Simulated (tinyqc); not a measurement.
Gaps across the alloy: virtual-crystal alloy in the empirical-pseudopotential method.

Empirical pseudopotential on the fcc lattice, atoms at +/- tau, tau = a (1,1,1)/8, no spin-orbit coupling. H(G,G') = c (2 pi/a)^2 |k + G|^2 delta + VS(q) cos(q.tau) + i VA(q) sin(q.tau), q = G - G', c = hbar^2/2m0; k and G in units of 2 pi/a; VS at |q|^2 = 3, 8, 11 and VA at 3, 4, 11, in rydberg, zero elsewhere. At each k the basis holds all G with |k + G|^2 up to 16; energies are counted from the fourth level at Gamma.

Virtual crystal A(1-x)B(x): a = (1 - x) a_A + x a_B. Rule linear: V = (1 - x) V_A + x V_B. Rule volume: V = [(1 - x) a_A^3 V_A + x a_B^3 V_B]/a^3, since a form factor is an atomic potential divided by the cell volume.

Constants: hbar^2/2m0 = 3.80998211 eV angstrom^2; Ry = 13.60569312 eV.

Parameters, chosen for this exercise (classic local form factors of the size used for Si (A) and Ge (B), which place X and L only to a few tenths of an eV; not measured data):
- a = (5.421, 5.655) angstrom (lattice constants of A, B)
- VSA = (-0.212, 0.04, 0.081) Ry (symmetric form factors of A)
- VAA = (0, 0, 0) Ry (antisymmetric form factors of A)
- VSB = (-0.23, 0.01, 0.059) Ry (symmetric form factors of B)
- VAB = (0, 0, 0) Ry (antisymmetric form factors of B)
- rule = linear (mixing rule)

Gaps from the valence top to the fifth band at Gamma, at L = (1/2,1/2,1/2) and at the lowest of k = (f,0,0), f = 0.70, 0.75, ..., 1.00. Bowing C = 4 [(E(0) + E(1))/2 - E(1/2)].

Gaps (eV):
```
x      Gamma  Delta/X  f of the minimum      L   lowest
0.000  3.400    0.815              0.85  1.865  Delta/X
0.167  3.408    0.845              0.85  1.717  Delta/X
0.333  3.082    0.873              0.85  1.563  Delta/X
0.500  2.622    0.898              0.85  1.402  Delta/X
0.667  2.152    0.921              0.85  1.237  Delta/X
0.833  1.673    0.942              0.85  1.066  Delta/X
1.000  1.185    0.960              0.85  0.890        L
```

bowing (eV): Gamma -1.316, Delta/X -0.043, L -0.100

How do the results move, and what explains it?

The lowest valley changes: Delta/X to L between x = 0.833 and 1.000. From A to B the Gamma gap moves by -2.21 eV, L by -0.98 eV and Delta/X by +0.14 eV; a move of Delta/X below about 0.4 eV is within the error of such form factors, sign included. The virtual crystal holds no disorder and no bond relaxation, so its bowing comes from the non-linear dependence on the mean potential and volume alone, and it may differ from measured bowing, which is positive in these alloys, in size and even in sign; crossings move with it; where the character of the fifth band at Gamma changes along x, its value mixes two levels.

(tinyqc, `OMP_NUM_THREADS=1 python tinyqc.py 1080651 1080652 out.jsonl`, Intel(R) Xeon(R) Processor @ 2.30GHz, 1 thread, shared host, about 0.2 s.)
